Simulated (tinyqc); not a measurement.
Inside a calculation. Model: p-n heterojunction, non-linear Poisson equation by Newton steps, Boltzmann statistics.

tinyqc, about 0.06 s, one thread, Intel Xeon 2.30GHz (shared host): `OMP_NUM_THREADS=1 python tinyqc.py 2040151 2040152 out.jsonl` Printed values are rounded.

One dimension, material 1 (p-type) at x < 0 and material 2 (n-type) at x > 0. Band edges: Ec = -psi in material 1 and -psi + dEc in material 2, Ev = Ec - Eg. Flat quasi-Fermi levels: 0 for holes, +V for electrons. n = Nc F((EFn - Ec)/Vt), p = Nv F((Ev - EFp)/Vt), with F(eta) = exp(eta) (Boltzmann statistics); full ionisation, no interface charge, classical densities; the doping types are chosen for the exercise.

Parameters, values chosen for the exercise; band and dielectric values close to those of InGaP and GaAs:

| symbol | value | unit | meaning |
|---|---|---|---|
| T | 300 | K | temperature |
| Eg1 | 1.94 | eV | band gap of material 1 |
| er1 | 11.9 |  | relative permittivity of material 1 |
| Nc1 | 8.9e17 | cm^-3 | conduction-band density of states of material 1 |
| Nv1 | 1.48e19 | cm^-3 | valence-band density of states of material 1 |
| Eg2 | 1.45 | eV | band gap of material 2 |
| er2 | 13.2 |  | relative permittivity of material 2 |
| Nc2 | 4.43e17 | cm^-3 | conduction-band density of states of material 2 |
| Nv2 | 8.96e18 | cm^-3 | valence-band density of states of material 2 |
| dEc | -0.12 | eV | conduction-band offset Ec2 - Ec1 |
| N1 | 1.3e17 | cm^-3 | acceptor density of material 1 |
| N2 | 5.4e15 | cm^-3 | donor density of material 2 |
| V | 0 | V | bias of side 1 against side 2 |

Constants: q = 1.602176634e-19 C, kB = 1.380649e-23 J/K, Vt = kB T/q, eps0 = 8.8541878128e-14 F/cm where lengths are in cm. Results are converted to the units shown.

## Offsets and end potentials

dEv = Ev1 - Ev2 = Eg2 - Eg1 - dEc. Neutrality of the majority carriers far from the junction: Nv1 F((-psi_L - Eg1)/Vt) = N1 and Nc2 F((V + psi_R - dEc)/Vt) = N2. Total bending psi_R - psi_L.

dEv = -0.37 eV
psi_L = -1.81759 V
psi_R = -0.233934 V
psi_R - psi_L = 1.58366 V

The alignment is straddling (type I): dEc and dEv have the same sign.

## Permittivity of the intervals

```
node,x (nm)
0,-163
1,-114
2,-77.3
3,-50.2
4,-30.1
5,-15.2
6,-4.1
7,4.1
8,24.5
9,75.2
10,201
11,515
12,1300
```

er1 or er2; the interface lies midway in its interval, which gets the series value 2 er1 er2/(er1 + er2).

```
interval,eps_r
0,11.9
1,11.9
2,11.9
3,11.9
4,11.9
5,11.9
6,12.5163
7,13.2
8,13.2
9,13.2
10,13.2
11,13.2
```

## Couplings between neighbouring nodes

a_i = eps0 eps_r/h_i for the interval from node i to i + 1, with h_i = x_(i+1) - x_i in cm.

```
interval,coupling a_i (F/cm^2)
0,2.15030e-7
1,2.87098e-7
2,3.88800e-7
3,5.24203e-7
4,7.07147e-7
5,9.49233e-7
6,1.35149e-6
7,5.72918e-7
8,2.30523e-7
9,9.29056e-8
10,3.72214e-8
11,1.48886e-8
```

## Starting potential

```
node,material
0,1
1,1
2,1
3,1
4,1
5,1
6,1
7,2
8,2
9,2
10,2
11,2
12,2
```

psi_L + (psi_R - psi_L)(1 + tanh(x/s))/2 on the inner nodes with s = 120 nm, psi_L and psi_R on the ends.

```
node,psi at the start (V)
0,-1.81759
1,-1.61155
2,-1.47531
3,-1.33895
4,-1.22032
5,-1.12553
6,-1.05281
7,-0.99872
8,-0.86631
9,-0.58570
10,-0.28761
11,-0.23423
12,-0.23393
```

## Iteration 1: densities, residual and Jacobian diagonal

n_i = Nc F(a_n), a_n = (V - Ec_i)/Vt; p_i = Nv F(a_p), a_p = (Ec_i - Eg)/Vt; rho_i = p_i - n_i + C_i with C = -N1 or +N2; g_i = (n_i + p_i)/Vt. Box widths w_i = (h_(i-1) + h_i)/2 in cm. Residual F_i = a_i (psi_(i+1) - psi_i) - a_(i-1) (psi_i - psi_(i-1)) + q rho_i w_i; Jacobian: a_(i-1) and a_i beside the diagonal, b_i = -a_(i-1) - a_i - q g_i w_i on it. The two end nodes are fixed.

```
node,n (cm^-3),p (cm^-3)
0,2.60101e-13,1.3e17
1,7.52646e-10,4.49257e13
2,1.46309e-7,2.31109e11
3,2.85734e-5,1.18338e9
4,0.00281151,1.20267e7
5,0.109981,3.07445e5
6,1.83228,18454.2
7,766.557,2.26589e9
8,1.28520e5,1.35149e7
9,6.65187e9,261.120
10,6.77073e14,0.00256536
11,5.33844e15,3.25364e-4
12,5.4e15,3.21655e-4
```

```
node,residual F (C/cm^2),diagonal b (F/cm^2)
1,-9.44116e-8,-5.03321e-7
2,-5.25399e-8,-6.75902e-7
3,-3.99815e-8,-9.13003e-7
4,-3.16088e-8,-1.23135e-6
5,-2.50763e-8,-1.65638e-6
6,-1.60309e-8,-2.30072e-6
7,4.00016e-9,-1.92441e-6
8,-8.09946e-9,-8.03441e-7
9,-2.93568e-8,-3.23429e-7
10,-9.06754e-9,-2.22401e-7
11,-1.44057e-9,-1.87013e-6
```

## Iteration 1: Newton step

Solve the tridiagonal system a_(i-1) d_(i-1) + b_i d_i + a_i d_(i+1) = -F_i for nodes 1 to 11, with d = 0 on fixed nodes. Each component d is damped to sign(d) Vt ln(1 + |d|/Vt) before it is added.

```
node,"Newton step d, before damping (V)"
1,-1.02014
2,-1.45960
3,-1.64898
4,-1.71318
5,-1.71607
6,-1.69181
7,-1.66290
8,-1.60170
9,-1.41446
10,-0.63389
11,-0.01339
```

```
node,psi after iteration 1 (V)
0,-1.81759
1,-1.70721
2,-1.58004
3,-1.44678
4,-1.32912
5,-1.23438
6,-1.16129
7,-1.10677
8,-0.97340
9,-0.68963
10,-0.37136
11,-0.24502
12,-0.23393
```

## Iteration 2: densities, residual and Jacobian diagonal

As before.

```
node,n (cm^-3),p (cm^-3)
0,2.60101e-13,1.3e17
1,1.86019e-11,1.81773e15
2,2.54628e-9,1.32794e13
3,4.41046e-7,7.66659e10
4,4.17952e-5,8.09021e8
5,0.00163224,2.07158e7
6,0.0275772,1.22613e6
7,11.7347,1.48017e11
8,2041.42,8.50849e8
9,1.19394e8,14548.0
10,2.65312e13,0.0654676
11,3.51718e15,4.93844e-4
12,5.4e15,3.21655e-4
```

```
node,residual F (C/cm^2),diagonal b (F/cm^2)
1,-7.52278e-8,-5.50400e-7
2,-5.11361e-8,-6.76160e-7
3,-3.92851e-8,-9.13004e-7
4,-3.11294e-8,-1.23135e-6
5,-2.47017e-8,-1.65638e-6
6,-1.57822e-8,-2.30072e-6
7,3.95398e-9,-1.92441e-6
8,-7.91785e-9,-8.03441e-7
9,-2.82099e-8,-3.23429e-7
10,-5.93516e-9,-1.33743e-7
11,1.20387e-8,-1.24989e-6
```

## Iteration 2: Newton step

As before.

```
node,"Newton step d, before damping (V)"
1,-0.85628
2,-1.37955
3,-1.63536
4,-1.75015
5,-1.79123
6,-1.79580
7,-1.78734
8,-1.77428
9,-1.70747
10,-1.23807
11,-0.02724
```

```
node,psi after iteration 2 (V)
0,-1.81759
1,-1.79846
2,-1.68334
3,-1.55440
4,-1.43847
5,-1.34431
6,-1.27129
7,-1.21665
8,-1.08309
9,-0.79835
10,-0.47191
11,-0.26362
12,-0.23393
```

## Course of the Newton iteration

Stop when the largest undamped |d| is below 1e-9 V, or after 80 iterations.

Course of the iteration:
```
iteration,largest |F| (C/cm^2),largest |d| (V),at node
1,9.44e-8,1.72,5
2,7.52e-8,1.80,6
3,4.90e-8,1.15,8
4,1.29e-7,0.793,9
5,6.13e-8,0.374,9
6,4.75e-8,0.134,9
7,3.22e-8,0.0811,9
8,1.22e-8,0.0433,9
9,5.58e-9,0.0178,9
10,1.38e-9,4.26e-3,9
11,1.03e-10,3.17e-4,9
12,6.23e-13,1.92e-6,9
13,2.31e-17,7.15e-11,9
```

Converged in 13 iterations. Once the step is below 0.1 Vt, 2 more iteration(s) reach the threshold: near the solution the error is roughly squared each time.

## Band edges, densities and displacement

```
node,converged psi (V)
0,-1.81759
1,-1.81744
2,-1.81549
3,-1.80067
4,-1.74463
5,-1.65461
6,-1.55907
7,-1.47710
8,-1.38443
9,-1.18435
10,-0.77013
11,-0.24736
12,-0.23393
```

Ec, Ev, n and p as defined; D = a_k (psi_(k+1) - psi_k) on the interval that holds the interface.

```
node,Ec (eV),Ev (eV),n (cm^-3),p (cm^-3)
0,1.81759,-0.12241,2.60101e-13,1.3e17
1,1.81744,-0.12256,2.61649e-13,1.29231e17
2,1.81549,-0.12451,2.82189e-13,1.19824e17
3,1.80067,-0.13933,5.00594e-13,6.75461e16
4,1.74463,-0.19537,4.37434e-12,7.72989e15
5,1.65461,-0.28539,1.42301e-10,2.37617e14
6,1.55907,-0.38093,5.72980e-9,5.90129e12
7,1.35710,-0.09290,7.04909e-6,2.46406e17
8,1.26443,-0.18557,2.54056e-4,6.83683e15
9,1.06435,-0.38565,0.583586,2.97631e12
10,0.65013,-0.79987,5.30526e6,3.27399e5
11,0.12736,-1.32264,3.21254e15,5.40674e-4
12,0.11393,-1.33607,5.4e15,3.21655e-4
```

D = 110.784 nC/cm^2

## Check against the first integral

Exact first integral: on each side D^2/(2 eps0 er) = G, G = q [Vt (nI_j - nI_b) + Vt (pI_j - pI_b) - C (psi_j - psi_b)], with C = -N1 or +N2, b the neutral end of that side, and nI, pI the densities themselves. D is continuous, so er1 G1(psi_j) = er2 G2(psi_j) fixes psi_j. Ends from Nv1 F((-psi_L - Eg1)/Vt) = N1 and Nc2 F((V + psi_R - dEc)/Vt) = N2. D is counted positive when psi rises towards material 2.

psi_j = -1.51332 V
D = 110.545 nC/cm^2
psi_j - psi_L = 0.304273 V
psi_R - psi_j = 1.27939 V
Ec1 - EFn at the interface = 1.51332 eV
Ec2 - EFn at the interface = 1.39332 eV

Material 2 takes 80.8 % of the bending. The 13-node mesh gave D = 110.8 nC/cm^2, 0.22 % above the exact value in size.
